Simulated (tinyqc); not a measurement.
## Lifetime from the storage time

Problem. In the charge-control model of a long diode dQ/dt = -Ir - Q/tau after the current is switched from If to -Ir, with Q(0) = If tau; the storage time ends at Q = 0. Find tau, the stored charge and the share of it that leaves through the terminals.

forward and reverse current (mA): [2.6, 4.4]
storage time = 65.002785 ns

Answer. Integrating gives ts = tau ln(1 + If/Ir). The extracted charge is Ir ts; the rest recombines.

tau = 140.0 ns
stored charge = 0.3640 nC
share extracted = 78.57 %

Program tinyqc, `OMP_NUM_THREADS=1 python tinyqc.py 2230032 2230033 out.jsonl`; Intel Xeon 2.30GHz, shared host, one thread, about 0.01 s.
